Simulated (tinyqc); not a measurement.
# Changing the trap density N_t

Model: space-charge-limited current through a thin insulating or semi-insulating film with traps. Computed by tinyqc, a small Python program. Command: `OMP_NUM_THREADS=1 python tinyqc.py 3004755 3004756 out.jsonl sclc sweep`. One thread of a shared host (Intel(R) Xeon(R) Processor @ 2.30GHz), about 0.01 s of CPU time with the checks.

One ohmic injecting contact at x = 0 (field zero), drift only, non-degenerate free carriers.

Inputs (values chosen for the exercise, modelled on an amorphous oxide semiconductor):
```
quantity                                            value        unit
permittivity eps                                       10           -
band mobility mu                                       11  cm^2/(V s)
effective density of states N_c                   4.5e+18      1/cm^3
equilibrium Fermi level below the band edge, E_0     0.58          eV
thickness d                                           110          nm
free density at the anode, in units of N_c        5.1e-06           -
temperature T                                         350           K
characteristic temperature T_c                       1600           K
```

Traps: exponential tail.

Constants: k_B = 8.617333262e-05 eV/K; e = 1.602176634e-19 C; eps_0 = 8.8541878128e-12 F/m.

Method:
- Free density n_0 = N_c exp(-E_0/k_B T) in equilibrium; trapped density n_t(n) = N_t (n/N_c)^(T/T_c) (the low-temperature form).
- theta = n/(n + n_t) at the anode density; trap-filled-limit voltage V_TFL = e (N_t - n_t(n_0)) d^2/(2 eps eps_0).
- J = e mu n F and (eps eps_0/e) dF/dx = n - n_0 + n_t(n) - n_t(n_0) = rho(n). With F = J/(e mu n): d = (eps eps_0 J/(e^2 mu)) I_1 and V = (eps eps_0 J^2/(e^3 mu^2)) I_2, I_k = int_(n_L)^infinity dn/(n^(k+1) rho(n)), n_L the density at the anode; with u = n_L/n, 200 Gauss-Legendre points in t, u = 1 - (1 - t)^2.
- Anode field J/(e mu n_L); Mott-Gurney current (9/8) eps eps_0 mu V^2/d^3; ohmic current e n_0 mu V/d.

One run for each value:
```
trap density N_t (1/cm^3)  voltage V (V)  current density J (A/cm^2)       theta   V_TFL (V)
1.90e+16                      1.7127e-02                  1.1112e-01  1.7071e-02  2.0491e-01
5.20e+16                      4.5131e-02                  2.9544e-01  6.3060e-03  5.6079e-01
1.40e+17                      1.1968e-01                  7.8650e-01  2.3515e-03  1.5098e+00
3.80e+17                      3.2290e-01                  2.1254e+00  8.6764e-04  4.0981e+00
1.00e+18                      8.4783e-01                  5.5842e+00  3.2988e-04  1.0784e+01
2.80e+18                      2.3718e+00                  1.5625e+01  1.1784e-04  3.0197e+01
7.70e+18                      6.5203e+00                  4.2960e+01  4.2854e-05  8.3040e+01
2.10e+19                      1.7781e+01                  1.1715e+02  1.5714e-05  2.2647e+02
5.70e+19                      4.8259e+01                  3.1798e+02  5.7893e-06  6.1472e+02
```

Over the rows, voltage V (V) rises from 0.0171 to 48.3 (exponent d ln y / d ln x about 0.99 throughout); current density J (A/cm^2) rises from 0.111 to 318 (exponent d ln y / d ln x about 0.99 throughout); theta falls from 0.0171 to 5.79e-6 (exponent d ln y / d ln x about -1.00 throughout). The exponent of V_TFL stays at 1: the charge of the filled traps.

Caution (rows 1.90e16, 5.20e16, 1.40e17): V is below 10 k_B T/e, where diffusion from the contact, left out here, dominates. Caution (rows 2.10e19, 5.70e19): mu V/d exceeds 1e7 cm/s, so velocity saturation would limit the current. Caution (rows 5.70e19): the mean field exceeds 3 MV/cm, where field-assisted emission from traps and breakdown set in.
